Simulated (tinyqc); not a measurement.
Worked calculation: extended Hueckel theory, for H3+. The parameters take no account of the charge, which enters only through the electron count. One step of it, computed by the program tinyqc.

Task: Orbitals. Solve H C = S C e through S^(-1/2); fill by pairs from the bottom, a degenerate level sharing its electrons equally; each orbital has its largest coefficient positive (the first on a tie).

H (eV), lower triangle:
```
            1H 1s       2H 1s       3H 1s
1H 1s  -13.600000
2H 1s  -12.929309  -13.600000
3H 1s  -12.934170   -5.121438  -13.600000
```

overlap S, lower triangle:
```
          1H 1s     2H 1s     3H 1s
1H 1s  1.000000
2H 1s  0.475342  1.000000
3H 1s  0.475521  0.188288  1.000000
```

valence electrons = 2

Give: orbital energies; occupations; coefficients; sum of one-electron energies.

Result:

orbital energies (eV): -19.5297  -10.4453  5.5535

occupations: 2.0000  0.0000  0.0000

coefficients:
```
          MO1      MO2      MO3
1H 1s  0.4928  -0.0001   1.1710
2H 1s  0.4006   0.7850  -0.7199
3H 1s  0.4007  -0.7847  -0.7204
```

sum of one-electron energies = -39.0593 eV
